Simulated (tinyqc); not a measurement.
Inside a calculation: special k points of the bcc lattice. Values are carried at full precision from step to step, so a last printed digit may differ when a step is redone from the rounded ones.

Lattice vectors in units of a: a1 = (-1/2, 1/2, 1/2), a2 = (1/2, -1/2, 1/2), a3 = (1/2, 1/2, -1/2); reciprocal vectors b_i with a_i . b_j = 2 pi delta_ij. Mesh: k = sum_i f_i b_i with f_i = (2 j_i + shift)/(2 N), j_i = 0 .. N-1. The point group of the lattice has 48 operations; only those that map the mesh onto itself are used.

Values chosen for the exercise:

| symbol | value | unit | meaning |
|---|---|---|---|
| N | 4 |  | points along each reciprocal vector |
| shift | 1 |  | half steps |
| D | 2.18 | eV | half gap term |
| t | 0.3 | eV | coupling |
| e0 | 0.68 | eV | offset |

## Irreducible points and weights

Join points that an operation carries into one another (modulo reciprocal vectors); list each class by its first point in the order of (j1, j2, ...).

Irreducible points:

| f1 | f2 | f3 | weight |
|---|---|---|---|
| 0.1250 | 0.1250 | 0.1250 | 8 |
| 0.1250 | 0.1250 | 0.3750 | 12 |
| 0.1250 | 0.1250 | 0.8750 | 6 |
| 0.1250 | 0.3750 | 0.6250 | 24 |
| 0.1250 | 0.6250 | 0.6250 | 8 |
| 0.3750 | 0.3750 | 0.6250 | 6 |

operations that keep the mesh = 48
irreducible points = 6

The weights add up to 64 = N^3; symmetry saves a factor 10.7.

## Which stars the mesh integrates

A_m(k) = sum over the m-th star of lattice vectors R of cos(k . R), stars in order of length: m = 1: |R|^2 = 0.75, 8 vectors, such as (1, 1, 1) in the basis a_i; m = 2: |R|^2 = 1, 6 vectors, such as (1, 1, 0) in the basis a_i; m = 3: |R|^2 = 2, 12 vectors, such as (2, 1, 1) in the basis a_i; m = 4: |R|^2 = 2.75, 24 vectors, such as (2, 2, 1) in the basis a_i; m = 5: |R|^2 = 3, 8 vectors, such as (2, 2, 2) in the basis a_i; m = 6: |R|^2 = 4, 6 vectors, such as (2, 2, 0) in the basis a_i. The zone mean of every A_m is zero.

Lattice vectors in units of a: a1 = (-1/2, 1/2, 1/2), a2 = (1/2, -1/2, 1/2), a3 = (1/2, 1/2, -1/2); f are fractions of the reciprocal vectors. Evaluate the first six A_m at each irreducible point (k . R = 2 pi sum f_i n_i) and form the weighted means.

A_m at the points:
```
      m=1     m=2     m=3     m=4    m=5     m=6
1   2.828   0.000   0.000  -8.485  0.000  -6.000
2   0.000  -4.000   4.000   0.000  0.000   2.000
3   5.657   4.000   4.000   5.657  0.000   2.000
4   0.000   0.000  -4.000   0.000  0.000   2.000
5  -2.828   0.000   0.000   8.485  0.000  -6.000
6  -5.657   4.000   4.000  -5.657  0.000   2.000
```

weighted means: m=1 0.000, m=2 0.000, m=3 0.000, m=4 0.000, m=5 0.000, m=6 0.000

All six means vanish: the mesh is exact for functions whose Fourier series ends within these stars.

## A zone average from the irreducible points

Test function, the lower band of a two-band insulator: E(k) = -sqrt(D^2 + (e0 - t A_1(k))^2).

Lattice vectors in units of a: a1 = (-1/2, 1/2, 1/2), a2 = (1/2, -1/2, 1/2), a3 = (1/2, 1/2, -1/2). Evaluate E at each point and take the weighted mean; the reference uses the unshifted mesh with N = 24.

E at the points (eV): -2.1865  -2.2836  -2.4056  -2.2836  -2.6625  -3.2253

weighted mean = -2.4185 eV
reference mean = -2.4184 eV

The error is -0.18 meV with 6 points.

## Checks

- Weighted mean over irreducible points against the plain mean over the whole mesh (eV): both -2.418543.
- Reference mean against a mesh of N = 30 (eV): both -2.4184.

Computed by tinyqc, a small Python program: `OMP_NUM_THREADS=1 python tinyqc.py 1652532 1652533 out.jsonl` (the numbers bound the seed that draws the inputs); one thread of a shared host (Intel(R) Xeon(R) Processor @ 2.30GHz), about 0.1 s for the whole set of steps.
